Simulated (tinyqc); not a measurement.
Resistance of a source-drain extension with a graded tip: one step of the calculation.

y runs along the channel, the gate covers y > 0. The doping is N0 for y < y0 and N0 10^(-(y - y0)/la) beyond, uniform over the depth xj. Sheet conductance s(y) = q mu(N) max(N - Nch, 0) xj + (for y > 0) ma Cox Vo, with mu(N) = u0 + (u1 - u0)/(1 + (N/Nr)^au) and Cox = eps0 eox/tox. Current is taken as one-dimensional; depletion of the tip, spreading and the contact are left out. The metallurgical junction lies at yj, where N = Nch.

Task. Resistance of the overlapped part. Midpoint rule on 9 equal steps from 0 to yj: R_ov = sum h/s(y), per width.

Values chosen for this exercise; mobility law close to that of electrons in silicon:
- eox = 3.9 (relative permittivity of the gate insulator (close to silicon dioxide))
- tox = 2.8 nm (insulator thickness)
- N0 = 5.8e19 cm^-3 (active doping of the extension far from the gate)
- la = 2.9 nm/decade (lateral abruptness)
- y0 = 2 nm (position under the gate where the fall begins (gate edge at 0))
- xj = 23 nm (depth of the extension)
- Nch = 8.7e17 cm^-3 (channel doping)
- Vo = 0.53 V (gate overdrive)
- ma = 180 cm^2/(V s) (mobility of the gate-induced layer)
- u1 = 1414 cm^2/(V s) (mobility at low doping)
- u0 = 68.5 cm^2/(V s) (mobility at high doping)
- Nr = 9.2e16 cm^-3 (reference doping)
- au = 0.711 (exponent)

Constants: q = 1.602176634e-19 C, eps0 = 8.8541878128e-14 F/cm where lengths are in cm. Results are converted to the units shown.

Find: y; N; doped conductance; sheet resistance; R_ov.

Result.

```
point,y (nm),N (cm^-3),doped conductance (uS),sheet resistance (ohm/square)
0,0.40496,5.8000e19,1728.7,541.62
1,1.2149,5.8000e19,1728.7,541.62
2,2.0248,5.6868e19,1698.3,550.66
3,2.8347,2.9894e19,964.45,924.13
4,3.6447,1.5715e19,560.27,1475.1
5,4.4546,8.2607e18,330.40,2231.9
6,5.2645,4.3424e18,192.03,3229.1
7,6.0744,2.2827e18,100.46,4584.7
8,6.8844,1.1999e18,31.021,6726.1
```

R_ov = 16.850 ohm um

Numbers from tinyqc (`OMP_NUM_THREADS=1 python tinyqc.py 2282118 2282119 out.jsonl`; about 0.03 s on one thread of a shared Intel Xeon 2.30GHz).
